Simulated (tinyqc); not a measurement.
# From one set of inputs to another, one input at a time

Model: implant damage, amorphisation by cascade overlap, and solid-phase epitaxial regrowth. Computed by tinyqc, a small Python program. Command: `OMP_NUM_THREADS=1 python tinyqc.py 3111806 3111807 out.jsonl sper ladder`. One thread of a shared host (Intel(R) Xeon(R) Processor @ 2.30GHz), about 0.02 s of CPU time with the checks.

Range and width of the damage are inputs. Dynamic annealing enters only through the surviving share f.

The inputs printed are set A. Set A is modelled on antimony ions in silicon; the values taken over come from a set modelled on phosphorus ions in silicon. Inputs not listed in the table keep their values of set A, so the rows need not describe a real material.

Inputs (values chosen for the exercise, modelled on antimony ions in silicon):
```
quantity                           value    unit
atomic density N                    49.9  1/nm^3
ion Z1                                51       -
ion mass M1                        121.8       u
target Z2                             14       -
target mass M2                     28.09       u
ion energy E                          46     keV
displacement energy E_d               15      eV
depth of the damage peak R_d          20      nm
width of the damage profile s_d       10      nm
share of defects that survive f     0.45       -
critical displaced share x_c         0.1       -
dose Q                           1.2e+14  1/cm^2
regrowth prefactor v0            4.8e+15    nm/s
regrowth energy E_a                 2.69      eV
anneal temperature                   566       C
rate relative to (100)              0.04       -
peak enhancement by the dopant       6.2       -
ramp rate                            6.8     K/s
```

Constants: a_0 = 0.529177210903 angstrom; e^2/(4 pi eps_0) = 14.39964548 eV angstrom; k_B = 8.617333262e-05 eV/K.

Method:
- Robinson partition: eps = E a M2/(Z1 Z2 (e^2/(4 pi eps_0)) (M1 + M2)), a = 0.8853 a_0/sqrt(Z1^(2/3) + Z2^(2/3)); k = 0.0793 Z1^(2/3) Z2^(1/2) (M1 + M2)^(3/2)/((Z1^(2/3) + Z2^(2/3))^(3/4) M1^(3/2) M2^(1/2)); damage energy T_d = E/(1 + k (eps + 0.40244 eps^(3/4) + 3.4008 eps^(1/6))); displacements nu = 0.8 T_d/(2 E_d).
- Displaced share x(z) = f nu Q exp(-(z - R_d)^2/(2 s_d^2))/(sqrt(2 pi) s_d N); the layer is amorphous where x > x_c, between R_d -/+ s_d sqrt(2 ln(x_max/x_c)), the upper edge being cut at the surface. Threshold dose Q_c = Q x_c/x_max.
- Displaced atoms per area beyond the lower edge z2: f nu Q (1/2) erfc((z2 - R_d)/(sqrt2 s_d)); they are not removed by regrowth.
- v = v0 x orientation factor x exp(-E_a/(k_B T)) x [1 + (enhancement - 1) exp(-(z - R_d)^2/(2 s_d^2))], T = anneal temperature + 273.15 K; the dopant is taken to follow the damage profile; the lower front moves from the lower edge z2 to the surface, or to the middle (z1 + z2)/2 of a buried layer with upper edge z1; time = int dz/v; the equivalent undoped distance is that time times the undoped velocity.
- On a linear ramp from 200 C regrowth ends at the T_f where int v_undoped dT/(ramp rate) equals the equivalent undoped distance.

Each row keeps all changes above it:
```
input moved                              from       to  lower edge (nm)  displaced atoms beyond z2 (1/cm^2)  temperature at which regrowth ends (C)
set A                                       -        -           36.880                          2.3762e+15                                  676.78
ramp rate (K/s)                           6.8      110           36.880                          2.3762e+15                                  759.15
dose Q (1/cm^2)                       1.2e+14  1.4e+15           47.862                          1.6174e+15                                  807.52
peak enhancement by the dopant            6.2       10           47.862                          1.6174e+15                                  797.09
critical displaced share x_c              0.1      0.2           45.252                          3.5071e+15                                  791.15
width of the damage profile s_d (nm)       10       12           49.423                          4.3095e+15                                  791.29
depth of the damage peak R_d (nm)          20       23           52.423                          4.3095e+15                                  794.49
share of defects that survive f          0.45     0.85           55.386                          3.9857e+15                                  800.37
```

Where does the difference come from?

Lower edge goes from 36.9 to 55.4, a factor 1.50 in all. The largest single move comes from dose Q (a factor 1.30), and critical displaced share x_c works against it (a factor 0.945). Displaced atoms beyond z2 goes from 2.38e15 to 3.99e15, a factor 1.68 in all. The largest single move comes from critical displaced share x_c (a factor 2.17), and dose Q works against it (a factor 0.681). Temperature at which regrowth ends goes from 677 to 800, a factor 1.18 in all. The largest single move comes from ramp rate (a factor 1.12), and peak enhancement by the dopant works against it (a factor 0.9871). The single moves hold for this order of the switches; the total does not depend on the order.

Caution (all rows): regrowth on (111) is not only slow but leaves twins, which a single velocity does not describe.

Extremes, crossings and ranges named in words are read from the listed rows.
